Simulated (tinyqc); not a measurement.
# Lifetime from the low-frequency admittance

Inverse problem. At low frequency a p+-n diode with a base of width wb has C_diff/G = (tau/2)(1 - 2 x/sinh 2x), x = wb/sqrt(Dp tau). Find tau, x and the limit of C_diff/G for infinite lifetime, wb^2/(3 Dp).

Inputs (values chosen for the exercise): hole diffusion coefficient Dp = 31 cm^2/s; width of the neutral base wb = 5.1 um.

G = 0.18587760 S/cm^2
C_diff = 3.6987944e-4 uF/cm^2

Answer. The ratio rises steadily with tau from tau/2 (long base) towards wb^2/(3 Dp) (short base), so one lifetime matches as long as the ratio is below that limit.

tau = 1.00e-8 s
x = 0.916
limit of C_diff/G = 2.80e-9 s

Numbers from tinyqc (`OMP_NUM_THREADS=1 python tinyqc.py 2890173 2890174 out.jsonl`; about 0.01 s on one thread of a shared Intel Xeon 2.30GHz).
